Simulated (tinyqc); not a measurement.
# From one set of inputs to another, one input at a time

Model: thermal stress and diffusional relaxation in a metal film: Coble and Nabarro-Herring creep, cooling and holds. Computed by tinyqc, a small Python program. Command: `OMP_NUM_THREADS=1 python tinyqc.py 3017385 3017386 out.jsonl creep ladder`. One thread of a shared host (Intel(R) Xeon(R) Processor @ 2.30GHz), about 0.1 s of CPU time with the checks.

A thin film on a rigid substrate is stress-free at T0. Tension is positive and the film creeps linearly: d sigma/dt = -M (mismatch) dT/dt - sigma/tau.

The inputs printed are set A. Set A is modelled on silver films on silicon; the values taken over come from a set modelled on aluminium films on silicon. Inputs not listed in the table keep their values of set A, so the rows need not describe a real material.

Inputs (values chosen for the exercise, modelled on silver films on silicon):

| quantity | value | unit |
|---|---|---|
| biaxial modulus M | 123 | GPa |
| expansion mismatch | 16 | 1e-6/K |
| atomic volume Omega | 17 | angstrom^3 |
| lattice prefactor D0 | 5.2e-05 | m^2/s |
| lattice energy E | 1.95 | eV |
| boundary prefactor (delta D_b)0 | 5.6e-15 | m^3/s |
| boundary energy E_b | 0.95 | eV |
| grain size d | 0.35 | um |
| stress-free temperature T0 | 400 | C |
| hold temperature T | 100 | C |
| hold time t | 1.3 | h |
| cooling rate | 30 | C/min |
| yield stress | 310 | MPa |

Constants: k_B = 1.380649e-23 J/K; k_B = 8.617333262e-05 eV/K.

Method:
- Thermoelastic slope = M x mismatch; sigma_0 = slope x (T0 - T).
- Creep rate per stress: Nabarro-Herring 14 D Omega/(k_B T d^2), Coble (14 pi) delta D_b Omega/(k_B T d^3), with D = D0 exp(-E/(k_B T)), delta D_b = (delta D_b)0 exp(-E_b/(k_B T)); 1/tau = M x (sum of both)/2 (biaxial strain rate is half the uniaxial one).
- Temperatures in kelvin are T(C) + 273.15.
- sigma(t) = sigma_0 exp(-t/tau), relaxed part sigma_0 - sigma(t); the grain size where both mechanisms are equal is pi delta D_b/D.
- Cooling from T0 at the constant rate: d sigma/dT = -slope + sigma/(tau(T) x rate), integrated to 25 C (stiff solver, tolerance 1e-9).
- Effective stress-free temperature T_eff = 25 C + sigma/slope.

Each row keeps all changes above it:

| input moved | from | to | relaxation time tau (h) | stress relaxed during the hold (MPa) | stress at 25 C (MPa) |
|---|---|---|---|---|---|
| set A | - | - | 1.614e+00 | 3.266e+02 | 289.4 |
| expansion mismatch (1e-6/K) | 16 | 19.4 | 1.614e+00 | 3.960e+02 | 350.9 |
| hold time t (h) | 1.3 | 0.023 | 1.614e+00 | 1.013e+01 | 350.9 |
| grain size d (um) | 0.35 | 3.2 | 1.233e+03 | 1.335e-02 | 718.9 |
| biaxial modulus M (GPa) | 123 | 112 | 1.354e+03 | 1.107e-02 | 660.9 |
| boundary prefactor (delta D_b)0 (m^3/s) and boundary energy E_b (eV) | 5.6e-15, 0.95 | 4.5e-14, 0.853 | 8.253e+00 | 1.814e+00 | 412.1 |
| hold temperature T (C) | 100 | 190 | 5.912e-02 | 1.470e+02 | 412.1 |

Where does the difference come from?

Relaxation time tau goes from 1.61 to 0.0591, a factor 0.0366 in all. The largest single move comes from grain size d (a factor 764), but it runs against the net change; the largest move in the direction of the net change is boundary prefactor (delta D_b)0 with boundary energy E_b (a factor 0.00609). Stress relaxed during the hold goes from 327 to 147, a factor 0.450 in all. The largest single move comes from grain size d (a factor 0.00132), and boundary prefactor (delta D_b)0 with boundary energy E_b works against it (a factor 164). Stress at 25 C goes from 289 to 412, a factor 1.42 in all. The largest single move comes from grain size d (a factor 2.05), and boundary prefactor (delta D_b)0 with boundary energy E_b works against it (a factor 0.623). The single moves hold for this order of the switches; the total does not depend on the order.

Caution (all rows): the elastic stress exceeds the yield stress, so dislocation glide would cap it first. Caution (all rows): bulk creep laws overstate relaxation in a bonded film, where the substrate constrains boundary diffusion, and dislocation glide is left out. Caution (all rows): bulk creep laws overstate relaxation in a bonded film, and dislocation glide would cap stresses above the yield stress.

Extremes, crossings and ranges named in words are read from the listed rows.
